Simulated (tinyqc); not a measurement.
Convergence with the basis: effective-mass impurity with a central-cell term, in a basis of Slater functions. Computed by tinyqc, a small Python program. Command: `OMP_NUM_THREADS=1 python tinyqc.py 3016645 3016646 out.jsonl centralcell walk`. One thread of a shared host (Intel(R) Xeon(R) Processor @ 2.30GHz), about 0.01 s of CPU time with the checks.

The envelope obeys H = -nabla^2 - (2/r) [Z + A exp(-kappa r)] in effective units, with kappa = a*/lambda; positive A deepens the well near the core.

Inputs (values chosen for the exercise, for a model semiconductor):

| quantity | value | unit |
|---|---|---|
| effective mass m | 0.406 | m_0 |
| dielectric constant eps | 7.68 | - |
| charge Z of the core | 1 | - |
| central-cell strength A | 6.2 | - |
| central-cell range lambda | 0.72 | angstrom |
| smallest exponent zeta_1 | 0.42 | 1/a* |
| ratio beta of exponents | 2.4 | - |

Impurity: acceptor, one isotropic band.

Constants: Ry = 13.605693123 eV; a_0 = 0.529177210903 angstrom.

Method:
- Units: Ry* = Ry m/eps^2 and a* = a_0 eps/m, with m in m_0.
- kappa = a*/lambda; the hydrogenic ground state is bound by Z^2 Ry*.
- For s functions exp(-zeta r), with s = zeta_i + zeta_j: S = 2/s^3, T = zeta_i zeta_j S, V = -2 Z/s^2, W = -2 A/(s + kappa)^2; each function is normalised by dividing by sqrt(S_ii S_jj).
- Large basis: zeta_i = 0.06 x 1.6^(i-1), i = 1..22, same formulas; for p functions r exp(-zeta r): S = 24/s^5, T = zeta_i zeta_j S (centrifugal term included), V = -12 Z/s^4, W = -12 A/(s + kappa)^4; overlap eigenvalues below 1e-11 are dropped.
- Binding energies are -E Ry*; the effective quantum number is nu = Z/sqrt(-E); |psi(0)|^2 is given relative to the hydrogenic Z^3/(pi a*^3).
- zeta_i = zeta_1 beta^(i-1), i = 1..n.
- The error is the lowest level above the large-basis value.

kappa = 13.9028 1/a*

Ry* = 93.6536 meV

1s binding energy = 147.336 meV

Error of the 1s level:

| n | error (meV) | largest exponent (1/a*) |
|---|---|---|
| 1 | 83.604 | 4.2000e-01 |
| 2 | 32.981 | 1.0080e+00 |
| 3 | 14.644 | 2.4192e+00 |
| 4 | 4.654 | 5.8061e+00 |
| 5 | 0.456 | 1.3935e+01 |
| 6 | 0.449 | 3.3443e+01 |
| 7 | 0.440 | 8.0263e+01 |
| 8 | 0.437 | 1.9263e+02 |

The error falls from 83.6 to 0.437 meV. The last function changes it by less than 5 %: it has levelled off, and what remains is set by beta and zeta_1, not by the range of exponents. Caution: the density at the core is many times hydrogenic, so the result hangs on the model potential inside one cell, where the envelope picture is weak.

Extremes, crossings and ranges named in words are read from the listed rows.
